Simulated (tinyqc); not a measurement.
# Admittance spectroscopy of a deep trap: effects of single changes

Schottky contact on an n-type layer with shallow donors Nd (all ionised) and a donor-like deep trap, neutral when filled and positive when empty; depletion approximation. Traps within lam of the depletion edge stay filled. The traps at xt = W - lam, where the level crosses the Fermi level, follow a slow signal and not a fast one. w = 2 pi f.

Values chosen for this exercise; material values close to those of indium phosphide: relative permittivity eps_r = 12.5; conduction-band density of states at 300 K Nc = 5.71e17 cm^-3; thermal velocity at 300 K vth = 4.3e7 cm/s; shallow donor density Nd = 2.9e16 cm^-3; built-in voltage Vbi = 0.68 V; depth of the trap below the conduction edge Et = 0.29 eV; capture cross-section sn = 1.3e-16 cm^2; trap density Nt = 7.8e15 cm^-3; reverse bias Vr = 1.8 V; temperature T = 248 K.

Constants: q = 1.602176634e-19 C, kB = 1.380649e-23 J/K, eps0 = 8.8541878128e-14 F/cm where lengths are in cm. Results are converted to the units shown.

Each table varies one quantity; the others keep the values above.

## Effect of the bias

Emission rate en = sn vth(T) Nc(T) exp(-Et/kB T) = sn g T^2 exp(-Et/kB T), g = vth Nc/(300 K)^2, as vth goes as T^0.5 and Nc as T^1.5 (degeneracy factor 1). lam = sqrt(2 eps0 eps_r (EF - ET)/(q Nd)), EF - ET = Et - (kB T/q) ln(Nc(T)/Nd), Nc(T) = Nc (T/300 K)^1.5. In the steady state at the band bending V, 2 eps0 eps_r V/q = Nd W^2 + Nt (W - lam)^2 (the second term only if W > lam). V = Vbi + Vr. C_HF = eps0 eps_r/W, C_LF = eps0 eps_r (Nd + Nt)/(Nd W + Nt xt). Inflection frequency w0 = 2 en [1 + Nt xt/(Nd W)]; C = C_HF + (C_LF - C_HF)/(1 + (w/w0)^2), G/w = (C_LF - C_HF)(w/w0)/(1 + (w/w0)^2).

Effect of the bias:
```
Vr (V)  W (nm)    xt/W  C_HF (nF/cm^2)  step (nF/cm^2)  step (% of C_HF)
0        176.2  0.4028           62.82           9.105             14.49
0.9      262.0  0.5984           42.24           3.930             9.304
1.7      318.1  0.6692           34.79           2.623             7.540
2.6      370.6  0.7160           29.87           1.913             6.404
3.4      411.3  0.7442           26.91           1.543             5.733
4.3      452.6  0.7675           24.46           1.268             5.184
5.1      486.1  0.7836           22.77           1.095             4.808
6        521.2  0.7981           21.23          0.9492             4.470
```

xt/W rises from 0.403 to 0.798 since lam stays at 105 nm, and the relative step falls from 14.5 to 4.47 %: the nearer xt lies to W in proportion, the less the traps add.

## Effect of the trap density

Same model as above.

V = Vbi + Vr.

Effect of the trap density:
```
Nt (cm^-3)  W (nm)  step (% of C_HF)  w0/(2 en)
4.7e14      342.40           0.49254     1.0112
1e15        340.93            1.0395     1.0238
2.2e15      337.71            2.2464     1.0522
4.7e15      331.44            4.6328     1.1106
1e16        319.80            9.2142     1.2314
2.2e16      299.30            17.877     1.4919
4.7e16      271.16            31.576     1.9918
1e17        238.51            51.974     2.9270
```

What does the comparison show?

The step rises from 0.493 to 52.0 %, as Nt^(0.99) between the first two rows and Nt^(0.66) between the last two, and w0/(2 en) rises from 1.01 to 2.93: for Nt near Nd the rule w0 = 2 en overstates the cross-section by that factor.

Program tinyqc, `OMP_NUM_THREADS=1 python tinyqc.py 2050151 2050152 out.jsonl`; Intel Xeon 2.30GHz, shared host, one thread, about 0.01 s.
